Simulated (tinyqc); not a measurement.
# Front-illuminated p-i-n photodiode, quantum efficiency and bandwidth: two studies

Light enters through a p layer (0 to xp), a depleted layer (xp to xp + wi) and a thick n substrate, decaying as exp(-al x); one pass, no back reflection. Carriers made in the depleted layer are all collected; those in the neutral layers diffuse.

Inputs (values chosen for the exercise); values close to those of germanium at this wavelength: wavelength lam = 1550 nm; absorption coefficient al = 1570 1/cm; reflectance of the front face Rf = 0.02; relative permittivity eps_r = 15.4; thickness of the front p layer xp = 0.13 um; thickness of the depleted layer wi = 12 um; electron diffusion coefficient in the p layer Dn = 18 cm^2/s; electron diffusion length in the p layer Ln = 3.2 um; recombination velocity of the front surface S = 2e6 cm/s; hole diffusion length in the thick n substrate Lp = 2 um; electron drift velocity ve = 5.94e6 cm/s; hole drift velocity vh = 4.38e6 cm/s; diameter dia = 80 um; load resistance RL = 50 ohm; parasitic capacitance Cp = 10 fF.

Constants: q = 1.602176634e-19 C, h = 6.62607015e-34 J s, c = 299792458 m/s, eps0 = 8.8541878128e-14 F/cm where lengths are in cm. Results are converted to the units shown.

Each table varies one quantity; the others keep the values above.

## Efficiency and bandwidth against the thickness of the depleted layer

k = al Ln, s = S Ln/Dn, e = exp(-al xp); front layer f1 = (k/(k^2 - 1)) {[s + k - e (s cosh(xp/Ln) + sinh(xp/Ln))]/[s sinh(xp/Ln) + cosh(xp/Ln)] - k e}; depleted layer f2 = e (1 - exp(-al wi)); substrate f3 = e exp(-al wi) al Lp/(1 + al Lp); external efficiency (1 - Rf)(f1 + f2 + f3); responsivity = efficiency q lam/(h c). Drift response for pairs made in the depleted layer, a = al wi, g = 1 - exp(-a), u = 2 pi i f, te = wi/ve, th = wi/vh: electrons He = [g - a (exp(-a) - exp(-u te))/(u te - a)]/(u te g), holes Hh = [g - a (1 - exp(-a - u th))/(a + u th)]/(u th g); C = eps0 eps_r pi (dia/2)^2/wi + Cp; total |He + Hh|/sqrt(1 + (2 pi f RL C)^2), for the current of the depleted layer alone. Limits are the frequencies at which each factor falls to 1/sqrt(2); inverse-square sum (f_transit^-2 + f_RC^-2)^(-1/2); the diffusion currents f1 and f3 are left out of the bandwidth.

Efficiency and bandwidth against the thickness of the depleted layer:
columns A: wi (um); B: f2; C: f1 + f3; D: responsivity (A/W); E: transit limit (GHz); F: RC limit (GHz); G: 3 dB bandwidth (GHz); H: inverse-square sum (GHz); I: bandwidth x (1 - Rf) f2 (GHz)
```
A         B        C       D       E      F       G       H       I
1.5  0.2056   0.1992  0.4959   18.49  6.817   6.274   6.396   1.264
2.5  0.3181   0.1723  0.6008   11.18  11.20   7.568   7.915   2.359
4.2  0.4731   0.1353  0.7454   6.744  18.38   6.198   6.331   2.873
7.1  0.6584  0.09101  0.9182   4.064  29.88   4.012   4.027   2.589
12   0.8309  0.04979   1.079   2.456  47.43   2.451   2.453   1.996
20   0.9374  0.02434   1.178   1.488  71.90   1.487   1.487   1.366
34   0.9751  0.01533   1.213  0.8565  105.5  0.8565  0.8565  0.8184
57   0.9797  0.01424   1.218  0.4896  144.5  0.4896  0.4896  0.4700
96   0.9798  0.01421   1.218  0.2813  185.7  0.2813  0.2813  0.2701
```

Read the table: what changes, and by how much?

As wi goes from 1.5 to 96, the responsivity rises from 0.496 to 1.22 A/W and the bandwidth goes from 6.27 through a maximum of 7.57 (at wi = 2.5 among the rows listed) to 0.281 GHz. The RC limit is the lower one for wi = 1.5, the transit limit elsewhere. Adding inverse squares of the two limits is within 4.6 % of the full result. The product of bandwidth and fast efficiency goes from 1.26 through a maximum of 2.87 (at wi = 4.2 among the rows listed) to 0.270 GHz. For wi = 1.5, 2.5 the diffusion currents exceed 0.3 of the drift current; their own response times, left out, may then shape the whole response.

## Efficiency and bandwidth against the absorption coefficient

Same model as above.

lam is held fixed while al varies.

The same in every row: RC limit (GHz) = 47.43.

Efficiency and bandwidth against the absorption coefficient:
columns A: al (1/cm); B: f2; C: f1 + f3; D: responsivity (A/W); E: transit limit (GHz); F: 3 dB bandwidth (GHz); G: inverse-square sum (GHz); H: bandwidth x (1 - Rf) f2 (GHz)
```
A            B         C        D      E      F      G        H
30     0.03535  0.006026  0.05069  2.286  2.282  2.283  0.07904
90      0.1023   0.01668   0.1457  2.295  2.291  2.292   0.2296
300     0.3011   0.04208   0.4205  2.326  2.322  2.323   0.6853
900     0.6527   0.05939   0.8724  2.402  2.397  2.399    1.533
3000    0.9355   0.03672    1.191  2.475  2.470  2.471    2.264
9000    0.8896   0.07715    1.184  2.293  2.289  2.290    1.996
30000   0.6771    0.2213    1.101  2.204  2.201  2.202    1.460
90000   0.3104    0.4469   0.9277  2.194  2.191  2.192   0.6663
3e5    0.02024    0.5371   0.6828  2.193  2.190  2.190  0.04343
```

What does the comparison show?

As al goes from 30 to 3e5, the responsivity goes from 0.0507 through a maximum of 1.19 (at al = 3000 among the rows listed) to 0.683 A/W and the bandwidth goes from 2.28 through a maximum of 2.47 (at al = 3000 among the rows listed) to 2.19 GHz. The transit limit is the lower one in every row. Adding inverse squares of the two limits is within 0.055 % of the full result. Strong absorption puts the pairs into the front layer, where they must diffuse against surface loss; weak absorption lets light pass beyond a diffusion length of the junction. For al = 30000, 90000, 3e5 the diffusion currents exceed 0.3 of the drift current; their own response times, left out, may then shape the whole response.

Numbers from tinyqc (`OMP_NUM_THREADS=1 python tinyqc.py 2250030 2250031 out.jsonl`; about 0.01 s on one thread of a shared Intel Xeon 2.30GHz).
